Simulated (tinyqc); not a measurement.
Two-band massive Dirac model of the K valleys: one step. Curvature, orbital moment and circular dichroism. Two cases, with inputs chosen for the exercise.

Question. Omega_c from the formula; orbital moment of both bands m = -tau (a t)^2 G/(c (G^2 + 4 a^2 t^2 k^2)) in Bohr magnetons (charge -e), c = hbar^2/2m0; interband strengths |P+/-|^2 proportional to (1 +/- tau cos(theta))^2 for P+/- = Px +/- i Py, and eta = (|P+|^2 - |P-|^2)/(|P+|^2 + |P-|^2) = 2 tau cos(theta)/(1 + cos^2(theta)).

Basis (conduction, valence): H = [[D/2, a t (tau kx - i ky)], [a t (tau kx + i ky), -D/2 + lam tau sz]], valley tau = +/-1, spin sz = +/-1. The gap of a spin and valley is G = D - lam tau sz. Berry curvature Omega = curl of i<u|grad u>; for the conduction band Omega_c = -tau 2 a^2 t^2 G/(G^2 + 4 a^2 t^2 k^2)^(3/2), and Omega_v = -Omega_c.

Constants: hbar^2/2m0 = 3.80998211 eV angstrom^2.

Case 1.

Values chosen (near those used for monolayer MoSe2; not measured data):
- a = 3.319 angstrom (lattice constant)
- D = 1.41 eV (gap parameter)
- t = 0.87 eV (effective hopping)
- lam = 0.092 eV (half the valence spin splitting)
- tau = 1 (valley)
- sz = 1 (spin)
- k = (-0.055, 0.04) 1/angstrom (wave vector from the valley)

cos(theta) = G/(E+ - E-) = 0.958356

Case 2.

Values chosen (near those used for monolayer WSe2; not measured data):
- a = 3.316 angstrom (lattice constant)
- D = 1.52 eV (gap parameter)
- t = 1.27 eV (effective hopping)
- lam = 0.231 eV (half the valence spin splitting)
- tau = -1 (valley)
- sz = -1 (spin)
- k = (0.093, 0.037) 1/angstrom (wave vector from the valley)

cos(theta) = G/(E+ - E-) = 0.836906

Give: Omega_c; orbital moment; eta.

Answer.

Case 1.

Omega_c = -8.450 angstrom^2
orbital moment = -1.525 muB
eta = 0.9991

All three change sign with the valley. The selection rule, exact at k = 0, still holds to 99.9 % here.

Case 2.

Omega_c = 12.514 angstrom^2
orbital moment = 2.529 muB
eta = -0.9844

All three change sign with the valley. The selection rule, exact at k = 0, still holds to 98.4 % here.

Computed by tinyqc, one run a case: `OMP_NUM_THREADS=1 python tinyqc.py N N+1 out.jsonl` with N = 1452749, 1452804; one thread of a shared Intel(R) Xeon(R) Processor @ 2.30GHz, about 0.01 s a run at most.
